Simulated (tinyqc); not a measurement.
Free and trapped electrons in a MOS channel with a dense trap tail: effect of the acceptor density.

p-type body, charge-sheet picture, full ionisation (an idealisation for deep acceptors), Boltzmann statistics for free electrons. e = Ec - EF at the surface. Acceptor-like traps of density D(E) = D0 + De exp(-E/Ew) at depth E below Ec, from 0 to Eu, hold n_t = integral of D(E)/(1 + exp((e - E)/Vt)). psi = Eg - Vt ln(Nv/Na) - e; N_dep = sqrt(2 eps0 eps_r Na (psi - Vt)/q); n_f = sqrt(N_dep^2 + 2 eps0 eps_r Vt Nc exp(-e/Vt)/q) - N_dep; Vg = Vfb + psi + q (N_dep + n_t + n_f)/Cox, Cox = eps0 eox/tox.

Vfb is held fixed. VT is the Vg for n_f = 1e11 cm^-2; swing ln 10 n_f/(dn_f/dVg) at n_f = 1e8 cm^-2; the last three columns are for Vg = VT + 4.2 V, with free share n_f/(n_f + n_t) and field-effect mobility mf q (dn_f/dVg)/Cox; there EF is near the band edge, where Boltzmann statistics are rough.

Parameters, values chosen for the exercise; band and dielectric values close to those of 4H silicon carbide:

| symbol | value | unit | meaning |
|---|---|---|---|
| T | 300 | K | temperature |
| Eg | 3.21 | eV | band gap |
| eps_r | 9.86 |  | relative permittivity |
| Nc | 1.7e19 | cm^-3 | conduction-band density of states at T |
| Nv | 2.55e19 | cm^-3 | valence-band density of states at T |
| eox | 3.9 |  | relative permittivity of the insulator |
| tox | 52 | nm | insulator thickness |
| Vfb | -2.31 | V | flat-band voltage without trapped charge |
| D0 | 1.9e11 | cm^-2 eV^-1 | constant background density of acceptor-like traps |
| De | 4.4e13 | cm^-2 eV^-1 | density of the tail at the conduction edge |
| Ew | 0.09 | eV | decay energy of the tail |
| Eu | 0.83 | eV | depth below Ec down to which the traps reach |
| mf | 160 | cm^2/(V s) | mobility of free electrons |

Constants: q = 1.602176634e-19 C, kB = 1.380649e-23 J/K, Vt = kB T/q, eps0 = 8.8541878128e-14 F/cm where lengths are in cm. Results are converted to the units shown.

Effect of the acceptor density:
```
Na (cm^-3),e at VT (eV),VT (V),q n_t/Cox at VT (V),swing (mV/decade),n_f (cm^-2),free share (%),field-effect mobility (cm^2/(V s))
1e15,0.1207,4.341,3.162,334.4,6.341e11,20.32,65.48
2e15,0.1134,4.779,3.396,361.9,6.431e11,19.98,67.59
6e15,0.1009,5.705,3.836,413.0,6.551e11,19.26,71.53
1e16,0.09484,6.265,4.068,440.4,6.597e11,18.87,73.64
3e16,0.08138,7.873,4.627,509.3,6.698e11,17.97,79.01
8e16,0.06903,9.993,5.190,585.5,6.844e11,17.31,85.40
2e17,0.05732,12.89,5.761,673.5,7.111e11,17.00,93.65
5e17,0.04551,17.17,6.363,783.8,7.589e11,17.17,104.6
```

As Na goes from 1e15 to 5e17, VT rises from 4.34 to 17.2 V, its part due to traps rises from 3.16 to 6.36 V, the swing rises from 334 to 784 mV/decade and the field-effect mobility rises from 65.5 to 105 cm^2/(V s). Most of the rise of VT is depletion charge; the trap part grows since the same n_f needs EF nearer the band edge at heavier doping. For Na = 5e17 e is under 2 Vt already at VT, so VT too is rough.

tinyqc, about 0.02 s, one thread, Intel Xeon 2.30GHz (shared host): `OMP_NUM_THREADS=1 python tinyqc.py 2222232 2222233 out.jsonl`
